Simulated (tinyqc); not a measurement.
# Worked calculation: hexagonal on-chip spiral inductor, lumped pi model

Numbers from tinyqc (`OMP_NUM_THREADS=1 python tinyqc.py 2302003 2302004 out.jsonl`; about 0.01 s on one thread of a shared Intel Xeon 2.30GHz). Printed values are rounded.

Outer diameter do = di + 2 n wd + 2 (n - 1) sp, mean da = (do + di)/2, fill p = (do - di)/(do + di), length l = 3.464 n da. L = 2.33 mu0 n^2 da/(1 + 3.82 p), mu0 = 4 pi 1e-7 H/m. Rs = rho l/(wd delta (1 - exp(-th/delta))), delta = sqrt(rho/(pi f mu0)). Cs = n wd^2 eps0 eo/hu across the coil. At each end Cox = l wd eps0 eo/(2 ho) leads to the substrate branch Rsi = 2 rs he/(l wd) in parallel with Csi = l wd eps0 11.7/(2 he). With one end grounded Y = 1/(Rs + i w L) + i w Cs + 1/[1/(i w Cox) + 1/(1/Rsi + i w Csi)], w = 2 pi f; Q = -Im Y/Re Y. Eddy currents in neighbouring turns and in the substrate are left out.

Inputs (values chosen for the exercise); values of the order met in silicon radio-frequency processes:
```
symbol,value,unit,meaning
n,1.5,,number of turns
wd,8,um,line width
sp,1.5,um,space between turns
di,80,um,inner diameter
th,0.9,um,metal thickness
rho,2.2,uohm cm,metal resistivity
ho,3.6,um,oxide below the coil
hu,1,um,oxide between coil and underpass
eo,4.1,,relative permittivity of the oxide
rs,10,ohm cm,substrate resistivity
he,50,um,effective spreading depth in the substrate
f,2.2,GHz,frequency
```

Constants: eps0 = 8.8541878128e-12 F/m. Results are converted to the units shown.

## Geometry and model elements

do, l, L, delta, Rs, Cs, Cox, Rsi and Csi as defined.

do = 105.5 um
l = 481.9290 um
L = 0.4006433 nH
delta = 1.591549 um
Rs = 1.927951 ohm
Cs = 3.485008 fF
Cox = 19.43897 fF
Rsi = 2593.743 ohm
Csi = 3.993996 fF

Rs is 1.31 times the direct-current value in this empirical form, which overstates the skin effect of a flat slab when delta is near th and so stands in for some current crowding.

## Admittance, quality factor and apparent inductance

Series branch 1/(Rs + i w L), substrate branch, total Y, Q = -Im Y/Re Y, apparent inductance Im(1/Y)/w, metal-only value w L/Rs, share of the loss in the substrate Re(substrate branch)/Re Y.

series branch = 56.0655-161.0497i mS
substrate branch = 0.1097835+0.1764704i mS
Y = 56.1753-160.8251i mS
Q = 2.862916
apparent inductance = 0.4009114 nH
w L/Rs = 2.872529
share of the loss in the substrate = 0.1954304 %

Q is 99.7 % of the metal-only value.
